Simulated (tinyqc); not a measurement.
## Thin-body transistor below threshold, two-dimensional Poisson equation on a small mesh: effect of the relative permittivity of the insulator

A thin body on a thick buried insulator of low permittivity, taken as carrying no normal field at the bottom of the body (row 0). Mobile charge is neglected (subthreshold), the body is fully depleted, and potentials are counted from the intrinsic level; rows run upward to the gate, columns from source to drain.

Mesh: rows i = 0..12 in the semiconductor (step hs = tb/12, row 12 on the interface), then 8 step(s) ho = tox/8 up to the gate row 20; columns j = 0..80 (step hy = L/80). Box integration, divided by eps0: up_i = eps hy/h of the interval above row i, dn_i = that of the interval below (0 for row 0), lat_i = (sum of eps h/2 over the intervals above and below)/hy, s_i = -q Na w_i hy/eps0 with w_i the semiconductor height of the box (hs/2 for row 0 and the interface row, hs between, 0 in the insulator). Each free node obeys (up + dn + 2 lat) psi = up psi(above) + dn psi(below) + lat [psi(left) + psi(right)] + s. Fixed values: gate row Vg - Vfb; column 0 at Vbi and the last column at Vbi + Vd in the semiconductor, each running linearly to Vg - Vfb across the insulator. The system is solved directly. On row 0 the minimum of psi and its place come from a parabola through the three lowest nodes; barrier = Vbi - minimum, swing = Vt ln 10/(d psi/dVg), DIBL = (d psi/dVd)/(d psi/dVg) there. Lambda = pi/k with k the smallest positive root of tan(k tox) tan(k tb) = eox/eps_r.

Inputs (values chosen for the exercise); semiconductor permittivity made up: temperature T = 300 K; relative permittivity of the semiconductor eps_r = 12.9; body thickness tb = 8 nm; insulator thickness tox = 3.2 nm; channel length L = 38 nm; acceptor density of the depleted body Na = 2.1e17 cm^-3; potential of the source Vbi = 0.48 V; gate offset Vfb = 0.13 V; gate voltage Vg = 0.1 V; drain voltage Vd = 0.7 V.

Constants: q = 1.602176634e-19 C, kB = 1.380649e-23 J/K, Vt = kB T/q, eps0 = 8.8541878128e-14 F/cm where lengths are in cm. Results are converted to the units shown.

Effect of the relative permittivity of the insulator:

| eox | L/Lambda | barrier (V) | place y/L | swing (mV/decade) | DIBL (mV/V) |
|---|---|---|---|---|---|
| 3.9 | 1.155 | 0.2607 | 0.3778 | 96.71 | 175.3 |
| 5.9 | 1.344 | 0.3166 | 0.3966 | 84.84 | 122.8 |
| 8.8 | 1.528 | 0.3596 | 0.4097 | 77.63 | 89.09 |
| 13 | 1.700 | 0.3912 | 0.4190 | 73.11 | 67.27 |
| 20 | 1.869 | 0.4160 | 0.4263 | 69.93 | 51.69 |
| 30 | 2.002 | 0.4317 | 0.4312 | 68.04 | 42.34 |

What does the table show?

As eox goes from 3.9 to 30, the barrier rises from 0.261 to 0.432 V, the swing falls from 96.7 to 68.0 mV a decade and DIBL falls from 175 to 42.3 mV/V; the ideal swing is 59.5. L/Lambda goes from 1.2 to 2.0.

Program tinyqc, `OMP_NUM_THREADS=1 python tinyqc.py 2480143 2480144 out.jsonl`; Intel Xeon 2.30GHz, shared host, one thread, about 0.2 s.
